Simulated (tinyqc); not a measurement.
What each parameter does: Wannier-Stark ladder of a miniband.

One state in each well j = -(Nw - 1)/2 ... (Nw - 1)/2: H_jj = j e F d, H_(j,j+1) = -W/4; 1 kV/cm = 0.01 meV/angstrom. In an infinite chain the levels are j e F d and the state of well 0 has amplitude J_j(x) in size on well j, x = W/(2 e F d).

Parameters, chosen for this exercise (near those of a GaAs/AlGaAs superlattice; not measured data): W = 53 meV (miniband width); d = 57 angstrom (period); F = 19 kV/cm (field); Nw = 7 (wells).

e F d, x, J_0(x)^2 and the lowest level of the finite stack.

Results for these values:

| case | e F d (meV) | x | J_0^2 | lowest level (meV) |
|---|---|---|---|---|
| base | 10.83 | 2.447 | 0.000 | -43.62 |

What happens to each result for d = 65 angstrom, all else kept?

Answer: e F d rises from 10.83 to 12.35; x falls from 2.447 to 2.146; J_0^2 rises from 0.000 to 0.020; lowest level falls from -43.62 to -47.37.

The same for each parameter in turn:

| case | e F d (meV) | x | J_0^2 | lowest level (meV) |
|---|---|---|---|---|
| base | 10.83 | 2.447 | 0.000 | -43.62 |
| W = 66 meV | 10.83 | 3.047 | 0.076 | -48.02 |
| d = 65 angstrom | 12.35 | 2.146 | 0.020 | -47.37 |
| F = 13.3 kV/cm | 7.58 | 3.496 | 0.144 | -36.03 |
| Nw = 9 | 10.83 | 2.447 | 0.000 | -54.45 |

(tinyqc, `OMP_NUM_THREADS=1 python tinyqc.py 1252780 1252781 out.jsonl`, Intel(R) Xeon(R) Processor @ 2.30GHz, 1 thread, shared host, about 0.04 s.)
